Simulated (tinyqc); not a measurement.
# Worked calculation: thermal RC ladder, step response

tinyqc, about 0.01 s, one thread, Intel Xeon 2.30GHz (shared host): `OMP_NUM_THREADS=1 python tinyqc.py 2520027 2520028 out.jsonl` Printed values are rounded.

A ladder of 3 nodes: R_i joins node i to node i + 1, the last R to the ambient; C_i is the heat capacity of node i; theta is the rise above ambient, zero at t = 0. d theta/dt = -A theta + b with b = (Pw/C_1, 0, ...), times in ms.

Inputs (values chosen for the exercise):
- R = [0.2, 0.94, 0.19] K/W (resistances, junction to ambient)
- C = [0.32, 4.3, 19] mJ/K (heat capacities of the nodes)
- Pw = 3.5 W (power at node 1 from t = 0)
- dt = 0.23 ms (time step)

## The rate matrix

A = C^(-1) K, K_ii = 1/R_(i-1) + 1/R_i (no first term for node 1), K_(i,i+1) = K_(i+1,i) = -1/R_i.

A (1/ms):
```
	node 1	node 2	node 3
node 1	15.6250	-15.6250	0.0000
node 2	-1.1628	1.4102	-0.2474
node 3	0.0000	-0.0560	0.3330
```

## Time constants and Foster resistances

A = C^(-1) K, K_ii = 1/R_(i-1) + 1/R_i (no first term for node 1), K_(i,i+1) = K_(i+1,i) = -1/R_i. The time constants tau_k are the inverse eigenvalues of A; the rise of node 1 per watt is Z(t) = sum_k r_k (1 - exp(-t/tau_k)), with r_k = v_k1^2 tau_k/C_1 and v_k the unit eigenvectors of C^(-1/2) K C^(-1/2).

tau_k, rising (ms): 0.0595053  2.46283  6.37227
r_k (K/W): 0.172712  0.164271  0.993017

The r_k add up to the sum of the R_i, 1.330 K/W; the slowest constant is 107 times the fastest.

## Step 1: one time step

theta at t = 0 (K): node 1 0.00000, node 2 0.00000, node 3 0.00000

Implicit Euler: (1 + dt A) theta(new) = theta + dt b.

theta after step 1 (K): node 1 0.650428, node 2 0.131417, node 3 0.001572

## Step 2: one time step

As before.

theta after step 2 (K): node 1 0.910910, node 2 0.283392, node 3 0.004850

## Step 3: one time step

As before.

theta after step 3 (K): node 1 1.08506, node 2 0.43352, node 3 0.00969

## Course of the time stepping

Sixteen steps, against the exact rise Pw Z(t); the run counts as sound if the error in the last step is under 5 % of the exact rise. The time constants tau_k are the inverse eigenvalues of A; the rise of node 1 per watt is Z(t) = sum_k r_k (1 - exp(-t/tau_k)), with r_k = v_k1^2 tau_k/C_1 and v_k the unit eigenvectors of C^(-1/2) K C^(-1/2).

Course of the iteration:
```
step	t (ms)	theta_1 (K)	exact (K)	error (K)
1	0.23	0.650428	0.766295	-0.116
2	0.46	0.910910	0.944233	-0.0333
3	0.69	1.08506	1.10165	-0.0166
4	0.92	1.23566	1.25096	-0.0153
5	1.15	1.37594	1.39289	-0.0169
6	1.38	1.50895	1.52789	-0.0189
7	1.61	1.63560	1.65638	-0.0208
8	1.84	1.75636	1.77874	-0.0224
9	2.07	1.87157	1.89534	-0.0238
10	2.3	1.98156	2.00649	-0.0249
11	2.53	2.08660	2.11252	-0.0259
12	2.76	2.18697	2.21371	-0.0267
13	2.99	2.28290	2.31032	-0.0274
14	3.22	2.37465	2.40261	-0.0280
15	3.45	2.46242	2.49081	-0.0284
16	3.68	2.54642	2.57514	-0.0287
```

The largest error is 0.12 K, at step 1; the last value is 1.1 % below the exact one. dt is 3.9 times the fastest time constant; implicit Euler is stable for any step, and it lags behind the exact rise.
